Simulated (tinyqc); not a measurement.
Tersoff bond-order potential. Bending a trimer. Computed by tinyqc, a small Python program. Command: `OMP_NUM_THREADS=1 python tinyqc.py 3012885 3012886 out.jsonl tersoff sweep`. One thread of a shared host (Intel(R) Xeon(R) Processor @ 2.30GHz), about 0.01 s of CPU time with the checks.

E = (1/2) sum_(i, j != i) [A exp(-lambda r_ij) - b_ij B exp(-mu r_ij)], b_ij = (1 + (beta zeta_ij)^n)^(-1/(2n)), zeta_ij = sum_(k != i, j) g(theta_ijk), g = 1 + c^2/d^2 - c^2/(d^2 + (h - cos theta)^2), with theta at atom i. Only nearest neighbours count (cut-off function 1 for them, 0 beyond).

Inputs (values chosen for the exercise, modelled on carbon):
```
quantity             value        unit
A                   1397.4          eV
B                   351.92          eV
lambda              3.4879  1/angstrom
mu                  2.2119  1/angstrom
beta              1.69e-07           -
n                   0.7262           -
c                    37380           -
d                     4.38           -
h                  -0.5842           -
bond length r_12      1.56    angstrom
bond length r_13      1.56    angstrom
```

Method. Atom 1 binds atoms 2 and 3, which do not interact. b_12 = b_13 follow from zeta = g(theta); b_21 = b_31 = 1. E = sum over the two bonds of A exp(-lambda r) - (b + 1)/2 B exp(-mu r).

One run for each value:
```
angle theta at atom 1 (degrees)  energy of the trimer (eV)  bond order b_12    g(theta)
90                                                  -8.237          0.82272  1.2731e+06
110                                                 -9.559          0.94110  2.2199e+05
120                                                -10.066          0.98652  2.6907e+04
130                                                -10.127          0.99198  1.3030e+04
140                                                 -9.772          0.96014  1.2533e+05
160                                                 -9.129          0.90257  4.7664e+05
180                                                 -8.893          0.88141  6.5051e+05
```

Give the missing row, angle theta at atom 1 (degrees) = 100.

Computed row:
```
angle theta at atom 1 (degrees)  energy of the trimer (eV)  bond order b_12    g(theta)
100                                                 -8.913          0.88326  6.3434e+05
```

Interpolating between the two neighbouring rows (linearly) misses most in g(theta), by 18 %. Over the rows, energy of the trimer (eV) goes from -8.24 through a minimum among these rows, -10.1 at 130, to -8.89; bond order b_12 goes from 0.823 through a maximum among these rows, 0.992 at 130, to 0.881; g(theta) goes from 1.27e6 through a minimum among these rows, 13000 at 130, to 651000. The bond order is largest where g is least, at cos theta = h, 125.7 degrees.

Extremes, crossings and ranges named in words are read from the listed rows.
